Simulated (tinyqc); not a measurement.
# Reverse leakage of an n+-p junction: diffusion, generation, trap-assisted and band-to-band tunnelling: leakage components against the reverse bias

One-sided abrupt junction in the depletion approximation, x from the junction (0) to W on the p side, field F = F0 (1 - x/W). Flat quasi-Fermi levels, long p side. Traps generate through SRH with both lifetimes shortened by 1 + Gamma (Hurkx enhancement, form for moderate fields); band-to-band generation is local and needs a total bending above Eg.

ni = sqrt(Nc Nv) exp(-Eg/(2 Vt)), Eg in volts; Vbi = Vt ln(Na Nd/ni^2); W = sqrt(2 eps0 eps_r (Vbi + VR)/(q Na)); F0 = 2 (Vbi + VR)/W; FG = sqrt(24 mt m0 (kB T)^3)/(q hbar); J_diff = q ni^2 sqrt(Dn/tau)(1 - exp(-VR/Vt))/Na. u = (Vbi + VR)(1 - x/W)^2, p = Na exp(-u/Vt), n = Nd exp((u - Vbi - VR)/Vt); G0 = ni^2 (1 - exp(-VR/Vt))/(tau (n + p + 2 ni cosh(Et/Vt))); Gamma = 2 sqrt(3 pi)(F/FG) exp((F/FG)^2); trap-assisted part G0 Gamma; G_bb = Ab F^2.5 exp(-Bb/F) with F in V/cm, zero unless Vbi + VR > Eg, and counted as zero under 1 cm^-3 s^-1. Currents are q times the integrals over 0 to W; J_bb under 1e-8 of J is printed as 0; rows with F0/FG above 2.2, beyond the range of this Gamma, are left out.

Values chosen for this exercise; band and dielectric values close to those of germanium: temperature T = 300 K; band gap Eg = 0.658 eV; relative permittivity eps_r = 16.1; conduction-band density of states at T Nc = 1.03e19 cm^-3; valence-band density of states at T Nv = 6.04e18 cm^-3; acceptor density of the lighter side Na = 1.2e16 cm^-3; donor density of the heavier side Nd = 1e19 cm^-3; SRH lifetime of both carriers at zero field tau = 3e-6 s; trap level above the intrinsic level Et = 0.13 eV; tunnelling mass mt = 0.16 m0; electron diffusion coefficient on the lighter side Dn = 20 cm^2/s; band-to-band prefactor Ab = 5.8e14 cm^-0.5 V^-2.5 s^-1; band-to-band field constant Bb = 4.92e6 V/cm.

Constants: q = 1.602176634e-19 C, kB = 1.380649e-23 J/K, hbar = 1.054571817e-34 J s, m0 = 9.1093837015e-31 kg, Vt = kB T/q, eps0 = 8.8541878128e-14 F/cm where lengths are in cm. Results are converted to the units shown.

Result of one run:

| VR (V) | F0 (kV/cm) | F0/FG | J_diff (A/cm^2) | J_SRH (A/cm^2) | J_TAT (A/cm^2) | J_bb (A/cm^2) | J (A/cm^2) | largest part |
|---|---|---|---|---|---|---|---|---|
| 4.2 | 113 | 0.381 | 1.89e-5 | 6.19e-7 | 8.15e-7 | 0 | 2.04e-5 | diffusion |

What becomes of these results when the reverse bias VR is changed from 4.2 to 1 V, all else the same?

Result of the changed run:

| VR (V) | F0 (kV/cm) | F0/FG | J_diff (A/cm^2) | J_SRH (A/cm^2) | J_TAT (A/cm^2) | J_bb (A/cm^2) | J (A/cm^2) | largest part |
|---|---|---|---|---|---|---|---|---|
| 1 | 63.5 | 0.215 | 1.89e-5 | 3.08e-7 | 2.18e-7 | 0 | 1.95e-5 | diffusion |

The whole series:

| VR (V) | F0 (kV/cm) | F0/FG | J_diff (A/cm^2) | J_SRH (A/cm^2) | J_TAT (A/cm^2) | J_bb (A/cm^2) | J (A/cm^2) | largest part |
|---|---|---|---|---|---|---|---|---|
| 0.2 | 43.3 | 0.147 | 1.89e-5 | 1.71e-7 | 7.79e-8 | 0 | 1.92e-5 | diffusion |
| 1 | 63.5 | 0.215 | 1.89e-5 | 3.08e-7 | 2.18e-7 | 0 | 1.95e-5 | diffusion |
| 1.8 | 78.7 | 0.267 | 1.89e-5 | 4.06e-7 | 3.62e-7 | 0 | 1.97e-5 | diffusion |
| 2.6 | 91.4 | 0.310 | 1.89e-5 | 4.86e-7 | 5.09e-7 | 0 | 1.99e-5 | diffusion |
| 3.4 | 103 | 0.347 | 1.89e-5 | 5.56e-7 | 6.61e-7 | 0 | 2.02e-5 | diffusion |
| 4.2 | 113 | 0.381 | 1.89e-5 | 6.19e-7 | 8.15e-7 | 0 | 2.04e-5 | diffusion |
| 5 | 122 | 0.413 | 1.89e-5 | 6.76e-7 | 9.74e-7 | 0 | 2.06e-5 | diffusion |
| 5.8 | 130 | 0.442 | 1.89e-5 | 7.29e-7 | 1.14e-6 | 0 | 2.08e-5 | diffusion |
| 6.6 | 138 | 0.469 | 1.89e-5 | 7.78e-7 | 1.30e-6 | 6.11e-13 | 2.10e-5 | diffusion |

J rises from 1.92e-5 to 2.10e-5 A/cm^2. Diffusion leads at VR = 0.2 and in all other rows. The ratio J_TAT/J_SRH goes from 0.457 to 1.68 as F0/FG goes from 0.147 to 0.469.

Range of the model: The n+ side is degenerate, so Vbi from Boltzmann statistics is only a guide.

Computed by the program tinyqc: `OMP_NUM_THREADS=1 python tinyqc.py 2290173 2290174 out.jsonl`, one thread of a shared Intel Xeon 2.30GHz, about 0.01 s for the whole run.
